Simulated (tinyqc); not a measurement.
From results back to parameters: phonon-assisted absorption at an indirect gap. Three cases, with inputs chosen for the exercise.

Problem. One phonon: alpha = A [N (E - Eg + w)^2 + (N + 1)(E - Eg - w)^2], each term only above its threshold, N = 1/(exp(w/kB Tm) - 1). The first two energies lie below the emission threshold and the third above it.

Constants: kB = 8.617333262e-05 eV/K.

Case 1.

Values chosen (out of a larger set: loosely those of Si at room temperature; Eg is not tied to T; not measured data): Es = (1.092, 1.164, 1.228) eV (three photon energies); Tm = 250 K.

alpha at the three energies (1/cm): 0.1162598  1.895644  10.64973

Case 2.

Values chosen (out of a larger set: loosely those of GaP at room temperature; Eg is not tied to T; not measured data): Es = (2.188, 2.244, 2.302) eV (three photon energies); Tm = 400 K.

alpha at the three energies (1/cm): 0.5288114  9.013295  38.76412

Case 3.

Values chosen (out of a larger set: loosely those of SiC at room temperature; Eg is not tied to T; not measured data): Es = (3.193, 3.275, 3.342) eV (three photon energies); Tm = 250 K.

alpha at the three energies (1/cm): 0.1107856  1.785627  10.27191

Find: slope sqrt(A N); threshold Eg - w; w; Eg; A.

Solution. sqrt(alpha) at the first two energies is a line with slope sqrt(A N) and intercept Eg - w. The excess at the third energy is A N exp(w/kB Tm) (E - (Eg - w) - 2w)^2, which has one root w with the emission threshold between the second and third energies.

Case 1.

slope sqrt(A N) = 14.39 1/(cm^(1/2) eV)
threshold Eg - w = 1.0683 eV
w = 59.7 meV
Eg = 1.128 eV
A = 3.1e+03 1/(cm eV^2)

Case 2.

slope sqrt(A N) = 40.63 1/(cm^(1/2) eV)
threshold Eg - w = 2.1701 eV
w = 45.9 meV
Eg = 2.216 eV
A = 4.6e+03 1/(cm eV^2)

Case 3.

slope sqrt(A N) = 12.24 1/(cm^(1/2) eV)
threshold Eg - w = 3.1658 eV
w = 68.2 meV
Eg = 3.234 eV
A = 3.4e+03 1/(cm eV^2)

Computed by tinyqc, one run a case: `OMP_NUM_THREADS=1 python tinyqc.py N N+1 out.jsonl` with N = 1681895, 1681967, 1682105; one thread of a shared Intel(R) Xeon(R) Processor @ 2.30GHz, about 0.01 s a run at most.
